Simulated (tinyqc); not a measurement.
Ion implantation: universal nuclear stopping, Lindhard-Scharff electronic stopping and a Gaussian range profile: one step, computed by the program tinyqc.

An ion slows by elastic collisions with screened nuclei and by friction with electrons; channelling is ignored and the target is uniform.

Task: Gaussian profile. C(x) = C_p exp(-(x - R_p)^2/(2 dR_p^2)) with C_p = Q/(sqrt(2 pi) dR_p), 1 nm = 1e-7 cm; the profile falls to the background at x_j = R_p + dR_p sqrt(2 ln(C_p/C_B)); the peak atomic fraction is C_p/N.

Inputs (values chosen for the exercise, modelled on phosphorus ions in silicon): target density N = 49.94 1/nm^3; dose Q = 4.9e+14 1/cm^2; background C_B = 3.9e+16 1/cm^3.

straggle dR_p = 3.464879 nm

projected range R_p = 10.40726 nm

Give: peak concentration C_p; depth x_j where C falls to C_B; peak atomic fraction.

Result:

peak concentration C_p = 5.642e+20 1/cm^3

Depth x_j where C falls to C_B = 25.57 nm

peak atomic fraction = 0.01130
